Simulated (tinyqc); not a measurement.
Global model of a low-pressure process discharge: electron temperature, density, ion flux and ion energy. Changing the absorbed power P. Computed by tinyqc, a small Python program. Command: `OMP_NUM_THREADS=1 python tinyqc.py 3111218 3111219 out.jsonl plasma sweep`. One thread of a shared host (Intel(R) Xeon(R) Processor @ 2.30GHz), about 0.01 s of CPU time with the checks.

Maxwellian electrons with temperature T_e in eV, one positive ion, no negative ions, uniform bulk density n; rate constants have the Arrhenius form.

Inputs (values chosen for the exercise, of the order of those of an inductive discharge in a simple atomic gas):
```
quantity                          value   unit
ion mass M                           28      u
ionisation prefactor K0         2.6e-14  m^3/s
ionisation energy E_iz             15.5     eV
excitation prefactor X0         8.7e-15  m^3/s
excitation energy E_ex             8.47     eV
elastic rate constant K_el      1.1e-13  m^3/s
ion-neutral cross section       1.2e-18    m^2
pressure p                         0.34     Pa
gas temperature T_g                 600      K
radius R                             21     cm
height L                             12     cm
bias power P_b                       15      W
radius of the biased electrode       15     cm
bias frequency                    13.56    MHz
```

Constants: k_B = 1.380649e-23 J/K; e = 1.602176634e-19 C; u = 1.6605390666e-27 kg; m_0 = 9.1093837015e-31 kg; eps_0 = 8.8541878128e-12 F/m.

Method:
- n_g = p/(k_B T_g); lambda_i = 1/(n_g sigma); h_L = 0.86/sqrt(3 + L/(2 lambda_i)), h_R = 0.8/sqrt(4 + R/lambda_i); A_eff = 2 pi R^2 h_L + 2 pi R L h_R; d_eff = pi R^2 L/A_eff.
- Particle balance: K0 exp(-E_iz/T_e) n_g d_eff = u_B, u_B = sqrt(e T_e/M).
- Root found by bracketing.
- E_c = E_iz + (X0 exp(-E_ex/T_e) E_ex + K_el (3 m_0/M) T_e)/K_iz; wall potential V_s = (T_e/2) ln(M/(2 pi m_0)); E_T = E_c + 2 T_e + T_e/2 + V_s; n = P/(e u_B A_eff E_T); ion current density J = e h_L n u_B; ionised share n/n_g.
- All bias power goes to ions: V_b = P_b/(J pi r^2). Debye length at the sheath edge lambda_D = sqrt(eps_0 T_e/(e h_L n)); Child-law sheath s = (sqrt2/3) lambda_D (2 V/T_e)^(3/4), V = V_b + V_s; ion transit time tau_i = 3 s sqrt(M/(2 e V)); collisions in the sheath s/lambda_i.

One run for each value; columns: (1) absorbed power P (W); (2) plasma density n (1/cm^3); (3) bias voltage V_b (V); (4) sheath width s (mm); (5) transit time over bias period:
```
(1)         (2)    (3)    (4)    (5)
60    1.222e+10  79.31  1.949  3.037
110   2.241e+10  43.26  1.025  2.003
210   4.277e+10  22.66  0.551  1.313
400   8.148e+10  11.90  0.320  0.884
750   1.528e+11   6.34  0.202  0.615
1400  2.852e+11   3.40  0.135  0.437
2700  5.500e+11   1.76  0.092  0.309
5000  1.018e+12   0.95  0.066  0.225
```

What does the table show, and why?

Over the rows, plasma density n (1/cm^3) rises from 1.22e10 to 1.02e12 (exponent d ln y / d ln x about 1.00 throughout); bias voltage V_b (V) falls from 79.3 to 0.952 (exponent d ln y / d ln x about -1.0 throughout); sheath width s (mm) falls from 1.95 to 0.0658 (exponent d ln y / d ln x -1.1 between the first rows and -0.55 between the last). The exponent of plasma density n stays at 1: the power balance is linear in n. The exponent of bias voltage V_b stays at -1: more ions share the bias power.

Caution (rows 5000): at this ionised share gas depletion and heating, left out here, matter.
